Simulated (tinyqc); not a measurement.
One anharmonic mode: perturbation theory, self-consistent phonons and exact levels: one step, computed by the program tinyqc.

V(x) = k x^2/2 + b x^4 for one coordinate x of mass M. A constant K > 0 gives hbar Omega = sqrt((hbar^2/u) K/M) with K in eV/angstrom^2 and M in u.

Task: Hamiltonian in a small basis. Basis: oscillator states n of the constant |k|, with x = s (a + a+), s^2 = hbar Omega/(2|k|); H = hbar Omega (n + 1/2) + (k - |k|) x^2/2 + b x^4, with exact matrix elements of x^2 and x^4.

Inputs (values chosen for the exercise, for a model mode):
```
quantity                          value           unit
mode mass M                        93.2              u
harmonic constant k               -15.2  eV/angstrom^2
quartic constant b                 1840  eV/angstrom^4
basis size N of the small matrix      6              -
```

Shape: double well.

Constants: hbar^2/u = 4.18015928e-03 eV angstrom^2.

Give: H.

Result:

H (meV):
```
      1     2     3      4      5      6
1   4.1   0.0  -6.9    0.0    6.6    0.0
2   0.0  20.4   0.0    1.3    0.0   14.9
3  -6.9   0.0  52.9    0.0   20.6    0.0
4   0.0   1.3   0.0  101.8    0.0   50.9
5   6.6   0.0  20.6    0.0  167.0    0.0
6   0.0  14.9   0.0   50.9    0.0  248.4
```
